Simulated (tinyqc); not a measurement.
Which input was changed? Model: four-point probe, van der Pauw, Hall and spreading-resistance readings of a semiconductor layer. Computed by tinyqc, a small Python program. Command: `OMP_NUM_THREADS=1 python tinyqc.py 3110053 3110054 out.jsonl probe which`. One thread of a shared host (Intel(R) Xeon(R) Processor @ 2.30GHz), about 0.05 s of CPU time with the checks.

The layer is uniform and ohmic; contacts are points unless a radius is given.

Inputs (values chosen for the exercise, modelled on n-type silicon):

| quantity | value | unit |
|---|---|---|
| carrier density n | 2.5e+16 | 1/cm^3 |
| drift mobility mu | 1070 | cm^2/(V s) |
| layer thickness t | 1000 | micrometre |
| probe spacing s | 0.5 | mm |
| current I | 0.7 | mA |
| side ratio a/b of the van der Pauw rectangle | 2 | - |
| magnetic field B | 0.96 | T |
| Hall factor r_H | 1.1 | - |

Backing of the layer: insulating.

Constants: e = 1.602176634e-19 C.

Method:
- rho = 1/(e n mu); R_s = rho/t.
- Collinear probes with equal spacing on a layer with insulating backing: images at depth 2 m t give V = (rho I/(2 pi s)) G, G = 1 + 4 sum_(m>=1) [1/sqrt(1 + (2 m u)^2) - 1/sqrt(4 + (2 m u)^2)], u = t/s; the sum runs to m = 20000, with the tail 3/(32 u^3 M^2) added to the sum for M = 20000.
- Limits: thick, rho = 2 pi s V/I; thin on an insulator, rho = (pi/ln 2) t V/I.
- Thin rectangle with point contacts at the corners; for R_B current and voltage contacts lie along the two sides of length a, for R_A along those of length b: exp(-pi R_A/R_s) = (theta_4/theta_3)^4, exp(-pi R_B/R_s) = (theta_2/theta_3)^4 with q = exp(-pi a/b), theta_2 = 2 sum_(m>=0) q^((m + 1/2)^2), theta_3 = 1 + 2 sum_(m>=1) q^(m^2), theta_4 = 1 + 2 sum_(m>=1) (-1)^m q^(m^2).
- V_H = r_H I B/(e n t); apparent density n/r_H; Hall mobility r_H mu; Hall angle tan = r_H mu B (SI).

Question. One of these inputs alone was changed, within the range given: carrier density n (1.25e+16 to 5e+16); drift mobility mu (535 to 2140); layer thickness t (500 to 2000); magnetic field B (0.48 to 1.92). Which one, and to what value?

Results:

| run | Hall voltage (mV) | R_B (ohm) | rho by the thin formula (ohm cm) |
|---|---|---|---|
| before | 0.1845489 | 2.618400 | 0.3682239 |
| after | 0.2362983 | 3.352625 | 0.3097716 |

Answer.

Each candidate set to reproduce Hall voltage, and what it then gives:

| candidate | range searched | value needed | R_B (ohm) | rho by the thin formula (ohm cm) |
|---|---|---|---|---|
| carrier density n (1/cm^3) | 1.25e+16 to 5e+16 | 1.952e16 | 3.3526 | 0.47148 |
| drift mobility mu (cm^2/(V s)) | 535 to 2140 | no effect | - | - |
| layer thickness t (micrometre) | 500 to 2000 | 781.0 | 3.3526 | 0.30977 |
| magnetic field B (T) | 0.48 to 1.92 | 1.229 | 2.6184 | 0.36822 |

Only layer thickness t fits every result: it went from 1000 to 781 micrometre. The next best candidate, magnetic field B, misses one result by 22 %.
